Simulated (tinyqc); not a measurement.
Input admittance of a MOSFET at zero drain bias: distributed channel and distributed gate: one step of the calculation.

Source and drain grounded, strong inversion, w = 2 pi f, Cox = eps0 eox/tox. The channel is an RC line of resistance 1/(mu Cox Vo) per square fed from both ends, so one finger has the intrinsic admittance y = i w Cox L tanh(g)/g per width, g = (1/2) sqrt(i w tau), tau = L^2/(mu Vo). The vertical resistance rv/L is in series with y, the overlaps 2 i w Cov in parallel: y_t = 1/(1/y + rv/L) + 2 i w Cov. The gate strip is a line of Rsh/L per length loaded by y_t, so a finger has Y = y_t Wf tanh(k)/k, k = (Wf/sd) sqrt(y_t Rsh/L); the device has Nf Y.

Problem. Admittance of the channel and stack per width. tau, g, c = Cox L, y and y_t as defined.

Inputs (values chosen for the exercise); values of the order met in silicon radio-frequency transistors: relative permittivity of the gate insulator (close to zirconium oxide) eox = 25.4; insulator thickness tox = 14 nm; channel length L = 0.19 um; channel mobility mu = 200 cm^2/(V s); gate overdrive Vo = 0.69 V; vertical resistivity of the gate stack rv = 1.8 ohm um^2; overlap and fringe capacitance on each side Cov = 0.37 fF/um; frequency f = 44 GHz.

Constants: eps0 = 8.8541878128e-14 F/cm where lengths are in cm. Results are converted to the units shown.

Give: tau; g; c; y; y_t.

Solution.

tau = 2.6159 ps
g = 0.30067+0.30067i
c = 3.0522 fF/um
y = 50.59+840.14i uS/um
y_t = 57.2+1043.9i uS/um

w tau = 0.723, and Im y is 0.996 of w c.

Numbers from tinyqc (`OMP_NUM_THREADS=1 python tinyqc.py 2262123 2262124 out.jsonl`; about 0.01 s on one thread of a shared Intel Xeon 2.30GHz).
